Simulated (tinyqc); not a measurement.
# Energy and delay of logic against supply voltage: what changes with what

One expression serves below and above threshold: I(Vg) = Ik [ln(1 + exp((Vg - VT + dd V)/(al nf Vt)))]^al, with I_on = I(V) and I_off = I(0). Gate delay td = kd C V/I_on, clock period LD td. Per gate and cycle the switching energy is act C V^2 and the leakage energy I_off V LD td. No short-circuit current, no variation. Minima are sought above 0.09 V; below a few Vt gates no longer switch and the model has no meaning.

Inputs (values chosen for the exercise); values of the order met in logic technologies: temperature T = 378 K; threshold voltage at zero drain bias VT = 0.39 V; slope factor nf = 1.32; barrier lowering per volt of supply dd = 0.02; specific current of a gate Ik = 2.5 uA; exponent of the current law al = 1.56; load capacitance of a gate C = 1.2 fF; delay factor kd = 0.7; logic depth LD = 30; activity factor act = 0.05.

Constants: q = 1.602176634e-19 C, kB = 1.380649e-23 J/K, Vt = kB T/q. Results are converted to the units shown.

Each table varies one quantity; the others keep the values above.

## Energy and delay against supply voltage

EDP = energy times td.

Energy and delay against supply voltage:

| V (V) | I_on (uA) | I_off (nA) | td (ps) | switching (aJ) | leakage (aJ) | energy (aJ) | EDP (fJ ps) |
|---|---|---|---|---|---|---|---|
| 0.18 | 0.01985 | 0.3119 | 7615 | 1.944 | 12.83 | 14.77 | 112.5 |
| 0.29 | 0.2348 | 0.3282 | 1037 | 5.046 | 2.963 | 8.009 | 8.308 |
| 0.41 | 2.215 | 0.3471 | 155.5 | 10.09 | 0.6638 | 10.75 | 1.672 |
| 0.52 | 8.610 | 0.3652 | 50.73 | 16.22 | 0.2891 | 16.51 | 0.8377 |
| 0.63 | 19.97 | 0.3844 | 26.50 | 23.81 | 0.1925 | 24.01 | 0.6361 |
| 0.75 | 36.68 | 0.4064 | 17.18 | 33.75 | 0.1571 | 33.91 | 0.5824 |
| 0.86 | 55.13 | 0.4277 | 13.10 | 44.38 | 0.1446 | 44.52 | 0.5834 |
| 0.97 | 76.16 | 0.4501 | 10.70 | 56.45 | 0.1401 | 56.59 | 0.6054 |
| 1.09 | 101.8 | 0.4759 | 8.996 | 71.29 | 0.1400 | 71.43 | 0.6426 |
| 1.2 | 127.5 | 0.5008 | 7.906 | 86.40 | 0.1425 | 86.54 | 0.6842 |

What does the table show?

td falls from 7620 to 7.91 ps; the energy goes from 14.8 through a minimum of 8.01 (at V = 0.29 V among the rows listed) to 86.5 aJ and the EDP goes from 112 through a minimum of 0.582 (at V = 0.75 V among the rows listed) to 0.684 fJ ps. The exact minima lie at V = 0.300 V for the energy and 0.798 V for the EDP. Going from 1.2 V to the energy minimum saves a factor of 10.8 in energy and costs a factor of 111 in delay. Below the minimum the leakage energy rises faster than the switching energy falls, because the clock period grows so steeply.

## Optimum supplies against the activity factor

Same model as above.

V_min minimises the energy and V_EDP the product of energy and td.

Results:

| act | V_min (V) | energy at V_min (aJ) | leakage share (%) | clock at V_min (MHz) | V_EDP (V) | clock at V_EDP (GHz) |
|---|---|---|---|---|---|---|
| 0.002 | 0.4856 | 0.9200 | 38.49 | 492.9 | 0.8563 | 2.524 |
| 0.005 | 0.4283 | 1.657 | 33.57 | 269.5 | 0.8224 | 2.341 |
| 0.02 | 0.3499 | 4.262 | 31.05 | 89.23 | 0.8022 | 2.230 |
| 0.05 | 0.2995 | 7.978 | 32.53 | 38.05 | 0.7977 | 2.206 |
| 0.1 | 0.2603 | 12.62 | 35.54 | 18.80 | 0.7962 | 2.198 |

Estimate the missing row, act = 0.01.

Computed row:

| act | V_min (V) | energy at V_min (aJ) | leakage share (%) | clock at V_min (MHz) | V_EDP (V) | clock at V_EDP (GHz) |
|---|---|---|---|---|---|---|
| 0.01 | 0.3883 | 2.646 | 31.60 | 159.6 | 0.8092 | 2.269 |

With this row back in the table: As act goes from 0.002 to 0.1, V_min falls from 0.486 to 0.260 V, the energy there rises from 0.920 to 12.6 aJ, the clock there falls from 493 to 18.8 MHz and V_EDP falls from 0.856 to 0.796 V. act and LD enter V_min only through the ratio act/LD.

Program tinyqc, `OMP_NUM_THREADS=1 python tinyqc.py 2082152 2082153 out.jsonl`; Intel Xeon 2.30GHz, shared host, one thread, about 0.01 s.
